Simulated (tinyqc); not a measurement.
The 3-omega method: a line heater on a substrate with a thin film: one step, computed by the program tinyqc. Command: `OMP_NUM_THREADS=1 python tinyqc.py 3008355 3008356 out.jsonl threeomega walk`. One thread of a shared host (Intel(R) Xeon(R) Processor @ 2.30GHz), about 0.01 s of CPU time with the checks.

A current at angular frequency omega = 2 pi f heats the line at 2 omega with the amplitude P per length; the temperature swing Delta T at 2 omega gives a voltage at 3 omega. The substrate is taken as semi-infinite and isotropic, and the heat capacity of heater and film is left out.

Problem. Conductivity from the slope. Delta T_s = (P/(pi kappa)) int_0^infinity (sin x/x)^2 / sqrt(x^2 + (q b)^2) dx with (q b)^2 = i |q b|^2, averaged over the heater width (12 Gauss-Legendre points on each of the pieces 0, 14 log-spaced edges from 1e-5 to 1, and multiples of pi to 40 pi; the tail adds 1/(4 (40 pi)^2)). Take the in-phase swing at f and at 2f; in the narrow-line limit kappa = P ln 2/(2 pi [Delta T(f) - Delta T(2f)]), whatever the film and the heater width.

Inputs (values chosen for the exercise, modelled on amorphous silicon on silica):
```
quantity,value,unit
substrate conductivity kappa,1.4,W/(m K)
substrate heat capacity C,1.66,1e6 J/(m^3 K)
heater half-width b,16,micrometre
power amplitude per length P,1.4,W/m
current frequency f,510,Hz
```

in-phase Delta T_s = 0.2480949 K

Give: in-phase Delta T_s at 2f; kappa from the slope; error of the slope method.

Solution.

in-phase Delta T_s at 2f = 0.1791 K

kappa from the slope = 2.240 W/(m K)

error of the slope method = 59.97 %
